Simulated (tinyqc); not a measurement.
Blur against noise: chemically amplified photoresist: aerial image, acid generation, bake, development and line width. Computed by tinyqc, a small Python program. Command: `OMP_NUM_THREADS=1 python tinyqc.py 3001395 3001396 out.jsonl resist walk`. One thread of a shared host (Intel(R) Xeon(R) Processor @ 2.30GHz), about 0.03 s of CPU time with the checks.

Lines and spaces of pitch p with a two-beam-like image; x = 0 is the middle of the bright space. The resist is positive and treated as uniform in depth.

Inputs (values chosen for the exercise, for a model resist at 13.5 nm):

| quantity | value | unit |
|---|---|---|
| pitch p | 33 | nm |
| image contrast c | 0.51 | - |
| mean dose E | 22.2 | mJ/cm^2 |
| Dill parameter C | 0.038 | cm^2/mJ |
| bake time t | 45 | s |
| photon energy | 91.84 | eV |
| absorption coefficient alpha | 4.9 | 1/um |

Method:
- Dose E(x) = E [1 + c cos(2 pi x/p)]; acid h = 1 - exp(-C E(x)).
- Bake: the acid image is blurred by a Gaussian of variance sigma^2 = 2 D t (each Fourier term k of h, taken on 64 points, is multiplied by exp(-4 pi^2 k^2 D t/p^2)).
- For each sigma the edge is held at x = p/4; N is taken at the mean dose; edge noise = (dh/d ln E)/(sqrt(N V) |dh/dx|), both derivatives taken of the blurred acid, V = (2 sqrt(pi) sigma)^3, N = E alpha/(photon energy), 1 mJ/cm^2 = 62.41509 eV/nm^2.

Trade-off:

| sigma/p | sigma (nm) | blur factor | photons in V | edge noise (nm) |
|---|---|---|---|---|
| 0.02 | 0.66 | 0.99214 | 9.4679e-01 | 10.631 |
| 0.04 | 1.32 | 0.96891 | 7.5743e+00 | 3.813 |
| 0.07 | 2.31 | 0.90781 | 4.0594e+01 | 1.722 |
| 0.10 | 3.30 | 0.82087 | 1.1835e+02 | 1.092 |
| 0.14 | 4.62 | 0.67917 | 3.2475e+02 | 0.781 |
| 0.18 | 5.94 | 0.52753 | 6.9021e+02 | 0.682 |
| 0.22 | 7.26 | 0.38467 | 1.2602e+03 | 0.690 |
| 0.27 | 8.91 | 0.23717 | 2.3295e+03 | 0.822 |
| 0.33 | 10.89 | 0.11653 | 4.2531e+03 | 1.238 |

What does the comparison show, and why?

The noise is least near sigma/p = 0.18 among these rows. More diffusion averages over more photons (noise falls as sigma^(-3/2)) until it erases the image slope (factor exp(-2 pi^2 sigma^2/p^2)); for a pure cosine the two balance at sigma/p = sqrt(3/8)/pi = 0.195. Caution: for a film thinner than the blur the noise falls as 1/sigma only, and the optimum moves to sigma/p = 1/(2 pi) = 0.159. Caution: rows with under about ten photons in V are beyond a Gaussian noise estimate.

Extremes, crossings and ranges named in words are read from the listed rows.
